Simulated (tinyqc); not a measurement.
Raman shift of the zone-centre optical phonon of a diamond-structure crystal under stress: one step, computed by the program tinyqc.

Axes x, y, z are the cube axes. Strain shifts the threefold optical mode and can split it; p, q and r are the phonon deformation potentials.

Task: Heating mistaken for stress. A temperature above 300 K shifts the line by (d omega/dT)(T - 300 K); divided by the shift per stress it poses as a stress; the total shift adds it to the shift of the observed line. The anti-Stokes to Stokes ratio is [(omega_L + omega_0)/(omega_L - omega_0)]^3 exp(-h c omega_0/(k_B T)) in photon counts, omega_L = 1/wavelength, resonance effects left out.

Inputs (values chosen for the exercise, modelled on silicon):
```
quantity,value,unit
unstrained frequency omega_0,521.3,1/cm
temperature coefficient d omega/dT,-0.022,1/(cm K)
local temperature T,310,K
laser wavelength,632.8,nm
```

Stress state: biaxial. Axis: [110].

shift per stress = -3.370279 1/(cm GPa)

shift of the observed line = 6.066503 1/cm

Constants: h = 6.62607015e-34 J s; c = 299792458 m/s; k_B = 1.380649e-23 J/K.

Give: thermal shift; apparent stress from heating; total shift; anti-Stokes/Stokes ratio.

Result:

thermal shift = -0.22 1/cm

apparent stress from heating = 0.065276 GPa

total shift = 5.8465 1/cm

anti-Stokes/Stokes ratio = 0.10845

Caution: this stress has components normal to the (001) face, so it cannot reach a free (001) surface; it can act on buried material.
